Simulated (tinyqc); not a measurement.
Inside a calculation. Method: tight binding, kagome lattice. One step of it, computed by the program tinyqc.

Problem. Bloch Hamiltonian at k. H_AB = -t1 - t2 exp(-i k.a1), H_AC = -t1 - t2 exp(-i k.a2), H_BC = -t1 - t2 exp(i k.(a1 - a2)), H_CC = delta.

Parameters chosen for this model:
```
parameter      value                unit
t1          1.330000    eV, up triangles
t2          1.330000  eV, down triangles
delta      -0.650000        eV on site C
```

k point k (fractions of the reciprocal vectors): 0.110000  0.180000

Give: H(k) at k.

Solution.

H(k) at k (eV), lower triangle (Hermitian):
```
                 A                B        C
A           0.0000
B  -2.3548-0.8478i           0.0000
C  -1.8963-1.2034i  -2.5334-0.5663i  -0.6500
```
